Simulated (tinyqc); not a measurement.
Worked calculation: Raman shift of the zone-centre optical phonon of a diamond-structure crystal under stress. Computed by tinyqc, a small Python program that keeps every step. Command: `OMP_NUM_THREADS=1 python tinyqc.py 3015389 3015390 out.jsonl ramanstress walk`. One thread of a shared host (Intel(R) Xeon(R) Processor @ 2.30GHz), about 0.01 s of CPU time with the checks. Intermediate numbers are printed to about 5 digits and carried at full precision; extremes and crossings named in words are read from the listed rows.

Axes x, y, z are the cube axes. Strain shifts the threefold optical mode and can split it; p, q and r are the phonon deformation potentials.

Inputs (values chosen for the exercise, modelled on silicon): unstrained frequency omega_0 = 520.9 1/cm; p/omega_0^2 = -1.87; q/omega_0^2 = -2.22; r/omega_0^2 = -0.727; C11 = 163.6 GPa; C12 = 64.38 GPa; C44 = 78.84 GPa; stress sigma (tension positive) = 0.85 GPa; polarisation angle phi = 10 degree; temperature coefficient d omega/dT = -0.021 1/(cm K); local temperature T = 520 K; laser wavelength = 632.8 nm.

Stress state: biaxial. Axis: [001].

Constants: h = 6.62607015e-34 J s; c = 299792458 m/s; k_B = 1.380649e-23 J/K.

## Compliances

S11 = (C11 + C12)/D, S12 = -C12/D, D = (C11 - C12)(C11 + 2 C12), S44 = 1/C44.

S11 = 7.8592 1/TPa

S12 = -2.2194 1/TPa

S44 = 12.684 1/TPa

## Stress and strain tensors

Equal biaxial stress in the plane normal to the axis (unit vector n): sigma_ij = sigma (delta_ij - n_i n_j). eps_xx = S11 sigma_xx + S12 (sigma_yy + sigma_zz), and cyclic; eps_xy = S44 sigma_xy/2 (tensor strain).

stress (GPa), rows x, y, z:
```
[[0.85, 0.00, 0.00],
 [0.00, 0.85, 0.00],
 [0.00, 0.00, 0.00]]
```

strain (per mille), rows x, y, z:
```
[[4.7939, 0.0000, 0.0000],
 [0.0000, 4.7939, 0.0000],
 [0.0000, 0.0000, -3.7730]]
```

volume strain = 5.8147 per mille

## Secular matrix and shifts

Secular matrix: M_xx = p eps_xx + q (eps_yy + eps_zz), M_xy = 2 r eps_xy; its eigenvalues are omega^2 - omega_0^2, and the shifts are these over 2 omega_0.

M/(2 omega_0) (1/cm), rows x, y, z:
```
[[-2.9251, 0.0000, 0.0000],
 [0.0000, -2.9251, 0.0000],
 [0.0000, 0.0000, -3.7060]]
```

shifts, in rising order (1/cm): [-3.7060, -2.9251, -2.9251]

The triplet splits into a singlet and a doublet. Tension softens every mode.

## Mean shift and Grueneisen parameter

gamma = -(p + 2q)/(6 omega_0^2); the mean of the three shifts is -gamma omega_0 x (volume strain).

mode Grueneisen parameter gamma = 1.0517

mean shift = -3.1854 1/cm

## The line seen from a (001) surface

Backscattering from a (001) surface: incident polarisation (cos phi, sin phi, 0). With Raman tensors (R_z)_xy = (R_z)_yx = 1 and cyclic, only the z component u_z of a mode counts: I = u_z^2 sin^2(2 phi) for parallel and u_z^2 cos^2(2 phi) for crossed polarisers. An unresolved line sits at the intensity-weighted shift, which is M_zz/(2 omega_0).

total intensity, parallel = 0.11698

total intensity, crossed = 0.88302

shift of the observed line = -3.7060 1/cm

shift per stress = -4.3600 1/(cm GPa)

stress per shift = -229.36 MPa cm

The z-polarised mode is an eigenmode here, so one line is seen.

## The same stress in different states

Uniaxial: sigma n n^T; biaxial: sigma (1 - n n^T); hydrostatic: sigma 1. The line seen from (001) is taken as unresolved, at the intensity-weighted shift M_zz/(2 omega_0).

Shifts (1/cm):
```
state                   lowest   middle  highest  line seen from (001)
uniaxial [100]         -1.8530  -1.8530  -1.0721               -1.8530
uniaxial [110]         -2.4832  -1.8530  -0.4418               -1.8530
uniaxial [001]         -1.8530  -1.8530  -1.0721               -1.0721
uniaxial [111]         -2.9536  -0.9122  -0.9122               -1.5927
biaxial, normal [001]  -3.7060  -2.9251  -2.9251               -3.7060
biaxial, normal [111]  -3.8659  -3.8659  -1.8245               -3.1854
hydrostatic            -4.7781  -4.7781  -4.7781               -4.7781
```

Seen from (001), uniaxial stress along [100] and along [110] give the same shift (-1.853), and equal biaxial stress in the plane gives twice as much (-3.706), since only sigma_xx + sigma_yy and sigma_zz enter M_zz. Stress along [001] gives -1.072. One measured shift therefore fixes the stress only once its state is assumed: read as uniaxial in the plane, a shift implies twice the stress that it does read as biaxial.

## Heating mistaken for stress

A temperature above 300 K shifts the line by (d omega/dT)(T - 300 K); divided by the shift per stress it poses as a stress; the total shift adds it to the shift of the observed line. The anti-Stokes to Stokes ratio is [(omega_L + omega_0)/(omega_L - omega_0)]^3 exp(-h c omega_0/(k_B T)) in photon counts, omega_L = 1/wavelength, resonance effects left out.

thermal shift = -4.62 1/cm

apparent stress from heating = 1.0596 GPa

total shift = -8.3260 1/cm

anti-Stokes/Stokes ratio = 0.28840

Heating poses as tension, 125 % of the true stress in size; the intensity ratio gives T apart from the shift.

Checks made by the program: mean of the eigenvalues against the trace rule (relative difference below 1e-10); weighted mean of the modes against M_zz (relative difference below 1e-10).
